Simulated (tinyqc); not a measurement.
Worked calculation: band offset of a heterojunction with an interface dipole (two-band chains, self-consistent charge). Values are carried at full precision from step to step, so a last printed digit may differ when a step is redone from the rounded ones.

Sites alternate A, C. Left: A at -G1/2, C at +G1/2, hopping -t1; right: A at D - G2/2, C at D + G2/2, hopping -t2; the bonds across the two interfaces of a ring (C left to A right, C right to A left) have -sqrt(t1 t2). D is the offset of the mid-gaps, so Ev(right) - Ev(left) = D - (G2 - G1)/2 and Ec(right) - Ec(left) = D + (G2 - G1)/2. The closing bond has its sign reversed (antiperiodic ring). Half the levels are filled with two electrons each. The charge moved is q = (electrons on the left) less one a site; the mean over the two interfaces, q/2, is taken as the charge that crosses each, and its dipole opposes the offset: D = D0 - u q/2.

Values chosen for the exercise (gaps near those of Si and GaP; the chains and D0 are free models, so the offsets are not those of the real pair; shifted at random, so the results belong to these values and not to a real crystal): G1 = 1.14 eV (gap on the left); G2 = 2.36 eV (gap on the right); t1 = 2.39 eV (hopping on the left); t2 = 2.35 eV (hopping on the right); D0 = 0.38 eV (mid-gap of the right side above that of the left, without dipole); n = 2 (cells a side in the small ring); u = 8.8 eV (potential step per electron moved across); mx = 0.5 (mixing).

## The small ring at D = D0

Fill in H.

H (eV), lower triangle:
```
         AL1      CL1      AL2      CL2      AR1      CR1      AR2     CR2
AL1  -0.5700
CL1  -2.3900   0.5700
AL2        0  -2.3900  -0.5700
CL2        0        0  -2.3900   0.5700
AR1        0        0        0  -2.3699  -0.8000
CR1        0        0        0        0  -2.3500   1.5600
AR2        0        0        0        0        0  -2.3500  -0.8000
CR2   2.3699        0        0        0        0        0  -2.3500  1.5600
```

## Levels and site charges

Diagonalise, fill the lower half with two electrons each, and sum the electrons on the left (L) less one a site.

levels (eV): -4.4220  -4.1620  -1.9755  -1.6833  1.9363  2.4633  4.5170  4.8464

electrons on the sites: AL1 1.2919, CL1 0.7703, AL2 1.2633, CL2 0.7621, AR1 1.3297, CR1 0.6062, AR2 1.3634, CR2 0.6131

q = 0.0876 electrons

Electrons move to the left, the side whose mid-gap lies lower.

## Self-consistent offset

From here on the ring has 24 cells a side.

Start at D = D0; D(out) = D0 - u q(D)/2; D(new) = D + mx (D(out) - D); stop when |D(out) - D| < 1e-7 eV.

Iterations:
```
i    D (eV)        q  D(out) (eV)  D(out) - D
0   0.38000  0.11811     -0.13969      -0.520
1   0.12015  0.03702      0.21713      0.0970
2   0.16864  0.05200      0.15118     -0.0175
3   0.15991  0.04930      0.16307     0.00316
4   0.16149  0.04979      0.16092   -0.000570
5   0.16121  0.04970      0.16131    0.000103
6   0.16126  0.04972      0.16124   -1.86e-05
7   0.16125  0.04972      0.16125    3.37e-06
8   0.16125  0.04972      0.16125   -6.08e-07
9   0.16125  0.04972      0.16125    1.10e-07
10  0.16125  0.04972      0.16125   -1.99e-08
```

D = 0.1612 eV

Converged at i = 10: the dipole removes 58 % of the starting offset.

## Linear response

chi = (q(+h) - q(-h))/(2h) at D = 0 with h = 0.01 eV; S = 1/(1 + u chi/2); linear estimate D = S D0.

chi = 0.30778 1/eV
S = 0.4248
linear estimate of D = 0.1614 eV

The self-consistent value is 0.1612 eV, -0.2 meV from the estimate. At D = 0 no net charge crosses: the mid-gaps are the neutrality levels of these symmetric chains.

## The line-up

Ev(right) - Ev(left) = D - (G2 - G1)/2 and Ec(right) - Ec(left) = D + (G2 - G1)/2, for D0, for the self-consistent D and for D = 0. Type I: the offsets have opposite signs; type III: one valence edge lies above the other conduction edge; else type II.

Offsets (eV):
```
case                           D  valence  conduction                 type
no dipole                  0.380   -0.230       0.990  type I (straddling)
self-consistent            0.161   -0.449       0.771  type I (straddling)
neutrality levels aligned  0.000   -0.610       0.610  type I (straddling)
```

The dipole shifts both offsets alike and leaves the type.

## Checks

- q at D = 0 against zero, as particle-hole symmetry demands: both 0.000000.
- q at the self-consistent D on 24 against 48 cells a side: both 0.0497.

(tinyqc, `OMP_NUM_THREADS=1 python tinyqc.py 1450737 1450738 out.jsonl`, Intel(R) Xeon(R) Processor @ 2.30GHz, 1 thread, shared host, about 0.3 s.)
